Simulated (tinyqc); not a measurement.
A spin-degenerate level with charging energy between two leads, rate equations: two steps of the calculation.

States 0, up, down and 2 with energies 0, e1 - Ez/2, e1 + Ez/2 and 2 e1 + U. mu_L = +V/2, mu_R = -V/2 (meV), f(x) = 1/(1 + exp(x/kB T)). A transition that adds one electron of given spin at the energy E has the rate G f(E - mu) from each lead, and its reverse G [1 - f(E - mu)]. I counts electrons leaving the left lead, times q.

Parameters, values chosen for the exercise:
```
symbol  value  unit                                 meaning
U         1.2   meV  charging energy of the second electron
e1       0.44   meV                                   level
GL       0.31  1/ns            tunnel rate to the left lead
GR        1.4  1/ns           tunnel rate to the right lead
T        0.29     K                             temperature
V        0.34    mV                                    bias
Ez        0.3   meV                        Zeeman splitting
```

Constants: q = 1.602176634e-19 C, kB = 1.380649e-23 J/K, Vt = kB T/q. Results are converted to the units shown.

Task 1. Transition energies and Fermi factors. Transition energies: 0-up e1 - Ez/2, 0-down e1 + Ez/2, up-2 e1 + U + Ez/2, down-2 e1 + U - Ez/2.

Find: E; fL; fR.

Result 1.

| transition | E (meV) | fL (1e-3) | fR (1e-8) |
|---|---|---|---|
| 0-up | 0.290 | 8.147 | 1.014 |
| 0-down | 0.590 | 0.000 | 0.000 |
| up-2 | 1.790 | 0.000 | 0.000 |
| down-2 | 1.490 | 0.000 | 0.000 |

Task 2. Rate matrix. dp/dt = W p; W_ji is the rate from state i to j, and each column sums to zero.

| transition | fL (1e-3) | fR (1e-8) |
|---|---|---|
| 0-up | 8.1474491 | 1.0136058 |
| 0-down | 0.0000502 | 0.0000062 |
| up-2 | 0.0000000 | 0.0000000 |
| down-2 | 0.0000000 | 0.0000000 |

Give: W.

Result 2.

W (1/ns):

|  | 0 | up | down | 2 |
|---|---|---|---|---|
| 0 | -0.0025 | 1.7075 | 1.7100 | 0.0000 |
| up | 0.0025 | -1.7075 | 0.0000 | 1.7100 |
| down | 0.0000 | 0.0000 | -1.7100 | 1.7100 |
| 2 | 0.0000 | 0.0000 | 0.0000 | -3.4200 |

Range of the model: Rate equations need hbar G well below kB T; cotunnelling and the Kondo effect are left out.

tinyqc, about 0.01 s, one thread, Intel Xeon 2.30GHz (shared host): `OMP_NUM_THREADS=1 python tinyqc.py 2780004 2780005 out.jsonl`
